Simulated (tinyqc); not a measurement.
From results back to parameters: thin-body film or fin with hard walls, valleys of the Si type. Four cases, with inputs chosen for the exercise.

Problem. In a hard-walled film E_1 = c (pi/t)^2/m_z, c = hbar^2/2m0. The splitting between the lowest levels of two valley groups, on the (110) face, was computed from a hidden thickness.

Constants: hbar^2/2m0 = 3.80998211 eV angstrom^2.

Case 1.

Values chosen (out of a larger set: near those of Si; not measured data): m_za = 0.3163 m0 (heavier confinement mass); m_zb = 0.191 m0 (lighter one).

splitting = 23.184 meV

Case 2.

Values chosen (out of a larger set: near those of Si; not measured data): m_za = 0.3209 m0 (heavier confinement mass); m_zb = 0.194 m0 (lighter one).

splitting = 59.144 meV

Case 3.

Values chosen (out of a larger set: near those of Si; not measured data): m_za = 0.3091 m0 (heavier confinement mass); m_zb = 0.186 m0 (lighter one).

splitting = 139.780 meV

Case 4.

Values chosen (out of a larger set: near those of Si; not measured data): m_za = 0.3117 m0 (heavier confinement mass); m_zb = 0.188 m0 (lighter one).

splitting = 10.732 meV

Find: t; lower level.

Solution. t = pi sqrt(c (1/m_zb - 1/m_za)/splitting).

Case 1.

t = 58.0 angstrom
lower level = 0.0353 eV

Case 2.

t = 36.0 angstrom
lower level = 0.0904 eV

Case 3.

t = 24.0 angstrom
lower level = 0.2112 eV

Case 4.

t = 86.0 angstrom
lower level = 0.0163 eV

Computed by tinyqc, one run a case: `OMP_NUM_THREADS=1 python tinyqc.py N N+1 out.jsonl` with N = 1280044, 1280092, 1280234, 1280331; one thread of a shared Intel(R) Xeon(R) Processor @ 2.30GHz, about 0.01 s a run at most.
